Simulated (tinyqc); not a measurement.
# Threshold-voltage variability of a planar MOSFET, analytic estimates, step by step

tinyqc, about 0.01 s, one thread, Intel Xeon 2.30GHz (shared host): `OMP_NUM_THREADS=1 python tinyqc.py 2090063 2090064 out.jsonl` Printed values are rounded.

Three independent sources add in quadrature: random dopants in the depleted layer, metal-gate grains of two orientations, and roughness of the two gate edges acting through the roll-off VT = VT(long) - Vr exp(-L/l). These are first-order estimates: no three-dimensional electrostatics, no percolation.

Parameters, values chosen for the exercise; material values close to those of silicon: temperature T = 400 K; band gap Eg = 1.1 eV; relative permittivity of the semiconductor eps_r = 11.9; conduction-band density of states at T Nc = 4.25e19 cm^-3; valence-band density of states at T Nv = 4.16e19 cm^-3; channel doping Na = 6.5e17 cm^-3; oxide-equivalent thickness in inversion ti = 1.3 nm; gate length L = 25 nm; gate width W = 120 nm; metal grain size G = 5 nm; work-function difference of the two grain orientations dW = 0.3 eV; share of the orientation of higher work function p = 0.4; rms roughness of one gate edge De = 0.6 nm; correlation length of the roughness La = 10 nm; decay length of the threshold roll-off l = 5.8 nm; prefactor of the roll-off Vr = 2.9 V; subthreshold factor n = 1.4; gm/I of a matched pair gI = 5 1/V; spread of the gain factor of one device sb = 0.9 %; number of cells Nb = 268435456; wanted yield Y = 0.8.

Constants: q = 1.602176634e-19 C, kB = 1.380649e-23 J/K, Vt = kB T/q, eps0 = 8.8541878128e-14 F/cm where lengths are in cm. Results are converted to the units shown.

Range of the model: The depletion depth exceeds L, so source and drain share much of the charge and the dopant estimate is rough.

## Random dopants

ni = sqrt(Nc Nv) exp(-Eg/(2 Vt)), Eg in volts; Cox = 3.9 eps0/ti; Wd = sqrt(4 eps0 eps_r Vt ln(Na/ni)/(q Na)); dopants: s1 = (q/Cox) sqrt(Na Wd/(3 L W)). The slope A1 = s1 sqrt(L W); mean number of dopants Na L W Wd.

Cox = 2.65626 uF/cm^2
Wd = 40.5487 nm
mean number of dopants = 79.0700
A1 = 0.565360 mV um
s1 = 10.3220 mV

Counting alone, 1/sqrt(N) of the depletion voltage q Na Wd/Cox = 159 mV, would give sqrt(3) times more: dopants deep in the layer act less on the surface.

## Metal grains and edge roughness

Grains: Ng = L W/G^2 (at least 1), s2 = dW sqrt(p (1 - p)/Ng). Edges, with exponential correlation and u = W/La: the mean gate length has sL^2 = 2 De^2 (2/u)[1 - (1 - exp(-u))/u]; s3 = sL (Vr/l) exp(-L/l).

Ng = 120
s2 = 13.4164 mV
sL = 0.331663 nm
dVT/dL = 6.71446 mV/nm
s3 = 2.22693 mV

## Total spread, mismatch and leakage

s = sqrt(s1^2 + s2^2 + s3^2). For a pair: s(dVT) = sqrt(2) s; current mismatch sqrt(2) sqrt((gI s)^2 + sb^2); input offset = current mismatch/gI. For a Gaussian VT the off current is log-normal with mean/median = exp(s^2/(2 (n Vt)^2)).

s = 17.0735 mV
s(dVT) = 24.1455 mV
current mismatch = 12.1397 %
input offset = 24.2793 mV
mean/median of Ioff = 1.06459

The grains give 61.7 % of the variance; without them s would be 10.6 mV.

## Iteration 1: margin in standard deviations for the wanted yield

k at the start = 2

Cells fail independently with probability Q(k) = erfc(k/sqrt(2))/2 when the margin is k standard deviations, and Y = exp(-Nb Q(k)). phi = exp(-k^2/2)/sqrt(2 pi). Newton steps on ln Q(k) = ln(-ln(Y)/Nb): k(new) = k + [ln Q - ln(-ln(Y)/Nb)] Q/phi.

Q(k) = 0.0227501
phi = 0.0539910
k after iteration 1 = 9.21590

## Iteration 2: margin in standard deviations for the wanted yield

As before.

Q(k) = 1.54345e-20
phi = 1.43880e-19
k after iteration 2 = 6.56521

## Course of the iteration: margin in standard deviations for the wanted yield

Stop when k changes by less than 1e-9, or after 30 iterations.

Course of the iteration:
```
iteration,k,|change|
1,9.21590,7.22
2,6.56521,2.65
3,6.04881,0.516
4,6.02779,0.0210
5,6.02775,3.49e-5
6,6.02775,9.60e-11
```

Converged in 6 iterations. At the end the number of correct digits about doubles with each step. With s(dVT) = 24.1 mV, 6.03 standard deviations are 146 mV.
